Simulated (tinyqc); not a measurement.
Diffusion-limited precipitation (Ham) of oxygen in silicon, with curvature and internal gettering: one step, computed by the program tinyqc. Command: `OMP_NUM_THREADS=1 python tinyqc.py 3015247 3015248 out.jsonl oxyprecip walk`. One thread of a shared host (Intel(R) Xeon(R) Processor @ 2.30GHz), about 0.02 s of CPU time with the checks.

N equal spheres grow from a supersaturated solution; each draws the steady flux of an isolated sphere, and the matrix concentration C falls as they grow.

Task: Gettering of a fast metal. The precipitates act as perfect sinks: tau_g = 1/(4 pi N r D_m) with r after the time t, D_m = prefactor x exp(-energy/(k_B T_g)); mean spacing N^(-1/3). Temperatures in kelvin are T(C) + 273.15.

Inputs (values chosen for the exercise, modelled on interstitial oxygen and iron in Czochralski silicon):
```
quantity                     value    unit
precipitate density N      2.7e+11  1/cm^3
temperature T                 1050       C
metal diffusion prefactor  0.00084  cm^2/s
metal diffusion energy       0.677      eV
gettering temperature T_g      600       C
```

radius r = 22.27666 nm

Constants: k_B = 8.617333262e-05 eV/K.

Give: metal diffusivity D_m; gettering time tau_g; mean spacing.

Result:

metal diffusivity D_m = 1.039e-07 cm^2/s

gettering time tau_g = 1.273 s

mean spacing = 1.547 um

Caution: one size class, no nucleation, no strain and no self-interstitials: real distributions coarsen, and the sinks work only while the metal is supersaturated.
